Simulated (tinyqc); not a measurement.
## Doping and barrier from two capacitances

Problem. A Schottky diode on a uniformly doped n-type layer obeys (A/C)^2 = 2 (Vbi - V - Vt)/(q eps0 eps_r Nd) in reverse bias, with phiB = Vbi + Vt ln(Nc/Nd) and image force ignored. Find Nd, Vbi and phiB.

Values chosen for this exercise; band and dielectric values those of a made-up semiconductor: temperature T = 300 K; relative permittivity eps_r = 12.5; conduction-band density of states at T Nc = 2.85e19 cm^-3; diode area A = 0.00072 cm^2.

Constants: q = 1.602176634e-19 C, kB = 1.380649e-23 J/K, Vt = kB T/q, eps0 = 8.8541878128e-14 F/cm where lengths are in cm. Results are converted to the units shown.

C at V = -0.6 and -4 V (pF): [195.70853, 103.49680]

Answer. The slope of (A/C)^2 against -V gives Nd, the intercept Vbi - Vt, and the Fermi-level depth Vt ln(Nc/Nd) is added for the barrier.

Nd = 1.100e18 cm^-3
Vbi = 0.7459 V
phiB = 0.8300 eV

Computed by the program tinyqc: `OMP_NUM_THREADS=1 python tinyqc.py 2020049 2020050 out.jsonl`, one thread of a shared Intel Xeon 2.30GHz, about 0.04 s for the whole run.
